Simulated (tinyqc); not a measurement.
Sampled drift against the exact one: kinetic Monte Carlo and master equation for a particle on a ring of sites with traps and bias. Computed by tinyqc, a small Python program. Command: `OMP_NUM_THREADS=1 python tinyqc.py 3016373 3016374 out.jsonl kmc walk`. One thread of a shared host (Intel(R) Xeon(R) Processor @ 2.30GHz), about 0.07 s of CPU time with the checks.

5 sites on a ring, numbered 1 to 5. The saddle between i and i+1 lies at E0 + s b_i and site i at s eps_i; a force F tilts the landscape, with the saddle half-way.

Inputs (values chosen for the exercise, for a model defect):

| quantity | value | unit |
|---|---|---|
| reference barrier E0 | 0.49 | eV |
| scale factor s of the disorder | 1 | - |
| attempt frequency nu | 15 | THz |
| temperature T | 390 | K |
| site spacing a | 2.5 | angstrom |
| force F along the ring | 0.022 | eV/angstrom |
| seed of the random numbers | 79529 | - |

Disorder: both.

site energies eps_i (eV): -0.019  -0.03  -0.076  -0.061  -0.092

saddle shifts b_i between sites i and i+1 (eV): -0.047  0.022  -0.026  -0.024  -0.045

Constants: k_B = 8.617333262e-05 eV/K.

Method:
- Rates: k(i to i+1) = nu exp(-(E0 + s b_i - s eps_i - F a/2)/(k_B T)), k(i to i-1) = nu exp(-(E0 + s b_(i-1) - s eps_i + F a/2)/(k_B T)).
- Share right = k right/(k right + k left); mean stay = 1/(k right + k left).
- Master equation dP/dt = W P, W_(i+1,i) = k right, W_(i-1,i) = k left, columns summing to zero. The steady state is its null vector; drift v = a sum P_i (k right - k left). D = a^2 lambda''(0)/2, where lambda(q) is the leading eigenvalue of W with right hops weighted by exp(q) and left hops by exp(-q).
- The slowest relaxation rate is minus the real part of the next eigenvalue of W. 1 angstrom = 1e-8 cm.
- 400 independent walkers start on sites drawn with weights P_i (k right + k left), the steady shares of hops (random numbers not printed); the estimate is total displacement over total time, with its standard error from the spread between walkers.

occupations P_i: 0.053811  0.236246  0.260604  0.164940  0.284400

drift velocity v = 0.0940450 cm/s

Drift from sampling:

| hops per walker | estimate (cm/s) | standard error (cm/s) | deviation in standard errors |
|---|---|---|---|
| 10 | 0.093489 | 0.0026522 | -0.2095 |
| 30 | 0.093663 | 0.0016333 | -0.2336 |
| 100 | 0.093768 | 0.0009066 | -0.3052 |
| 300 | 0.094024 | 0.0005023 | -0.0419 |
| 1000 | 0.093750 | 0.0002865 | -1.0305 |
| 3000 | 0.093972 | 0.0001571 | -0.4668 |

What follows from these numbers?

The exact drift is 0.09404 cm/s. The standard error falls by a factor 3.16 from 100 to 1000 hops (sqrt10 = 3.16), and in the last row it is 0.17 % of the drift.

Extremes, crossings and ranges named in words are read from the listed rows.
